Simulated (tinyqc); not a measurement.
Jacobi rotations on a symmetric matrix, step by step. Computed by tinyqc, a small Python program that keeps every step. Settings: method = jacobi. Command: `OMP_NUM_THREADS=1 python tinyqc.py 25040 25041 out.jsonl` (the two numbers bound the seeds that draw the settings). One thread of a shared host (Intel(R) Xeon(R) Processor @ 2.60GHz), about 0.01 s of CPU time with the checks.

## Jacobi rotation 1

A:
```
         1        2        3
1  1.12100  0.71400  0.53400
2  0.71400  1.29300  0.29500
3  0.53400  0.29500  1.65900
```

Take the largest off-diagonal element A_pq; tan 2 theta = 2 A_pq / (A_qq - A_pp) with |theta| <= pi/4; A' = J^T A J with J_pp = J_qq = cos, J_pq = sin, J_qp = -sin.

p, q, theta (rad): 1.00000  2.00000  0.72546

A':
```
         1        2        3
1  0.48784  0.00000  0.20381
2  0.00000  1.92616  0.57502
3  0.20381  0.57502  1.65900
```

## Jacobi rotation 2

As before.

p, q, theta (rad): 2.00000  3.00000  -0.67127

A':
```
         1        2        3
1  0.48784  0.12676  0.15959
2  0.12676  2.38291  0.00000
3  0.15959  0.00000  1.20225
```

## All rotations

The off-diagonal norm falls at every rotation.

Rotations:
```
step  p  q      theta  off-diagonal norm
1     1  2    0.72546           8.63e-01
2     2  3   -0.67127           2.88e-01
3     1  3    0.21008           1.79e-01
4     1  2    0.06392           3.74e-02
5     2  3   -0.02283           2.39e-03
6     1  3   -0.00214           5.45e-05
7     1  2  -1.98e-05           1.17e-07
8     2  3  -7.13e-08           2.31e-12
```

eigenvalues: 0.44587  1.23568  2.39145
